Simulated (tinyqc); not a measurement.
Hubbard ring of 5 sites, step by step. Computed by tinyqc, a small Python program that keeps every step. Settings: hopping = 0.65, U = 4.6, mixing = 0.2, iteration cap = 51. Command: `OMP_NUM_THREADS=1 python tinyqc.py 20073 20074 out.jsonl` (the two numbers bound the seeds that draw the settings). One thread of a shared host (Intel(R) Xeon(R) Processor @ 2.60GHz), about 0.3 s of CPU time with the checks.

one-body matrix (hopping and site energies) (eV), order 1, 2, 3, 4, 5:
$$\begin{pmatrix}
0.0000 & -0.6500 & 0.0000 & 0.0000 & -0.6500 \\
-0.6500 & 0.0000 & -0.6500 & 0.0000 & 0.0000 \\
0.0000 & -0.6500 & 0.0000 & -0.6500 & 0.0000 \\
0.0000 & 0.0000 & -0.6500 & 0.0000 & -0.6500 \\
-0.6500 & 0.0000 & 0.0000 & -0.6500 & 0.0000
\end{pmatrix}$$

U = 4.6000 eV

electrons, up and down: [3, 2]

n(up) at the start (a guess, not normalised): 1 0.9000, 2 0.3000, 3 0.9000, 4 0.3000, 5 0.9000

n(down) at the start (a guess): 1 0.1000, 2 0.7000, 3 0.1000, 4 0.7000, 5 0.1000

Each step fills the lowest levels of T + U n(other spin) and sets n(new) = n + mixing (n(out) - n); stop when output and input agree to 1e-8.

Course of the cycle:
```
iteration     E (eV)  largest |n(out) - n(in)|  mean |n_up - n_down|
1          -0.603173                  2.19e-01                0.8642
2          -0.649358                  1.84e-01                0.8808
3          -0.678371                  1.54e-01                0.8929
4          -0.696775                  1.29e-01                0.9019
5          -0.708566                  1.07e-01                0.9088
6          -0.716193                  8.92e-02                0.9141
7          -0.721169                  7.40e-02                0.9181
8          -0.724438                  6.13e-02                0.9214
9          -0.726601                  5.07e-02                0.9239
10         -0.728039                  4.19e-02                0.9259
11         -0.729000                  3.46e-02                0.9276
...              ...                       ...                   ...
41         -0.730986                  1.02e-04                0.9348
42         -0.730986                  8.42e-05                0.9348
43         -0.730986                  6.94e-05                0.9348
44         -0.730986                  5.73e-05                0.9348
45         -0.730986                  4.72e-05                0.9348
46         -0.730986                  3.89e-05                0.9348
47         -0.730986                  3.21e-05                0.9348
48         -0.730986                  2.65e-05                0.9348
49         -0.730986                  2.18e-05                0.9348
50         -0.730986                  1.80e-05                0.9348
51         -0.730986                  1.49e-05                0.9348
```

Can the last value be used, and what does the course show?

Not by the stop rule, although the second column moves by less than 1e-07 over the last three steps. Not converged within 51 iterations: the residual falls steadily but slowly, by a factor of about 0.82 a step. The lowest mean-field energy found from random starts is -0.73099 eV. Reruns (cap 100 unless said): mixing 0.5: converged in 31 (E = -0.73099); mixing 0.9: converged in 13 (E = -0.73099); the original settings with a cap of 400: converged in 90 (E = -0.73099).
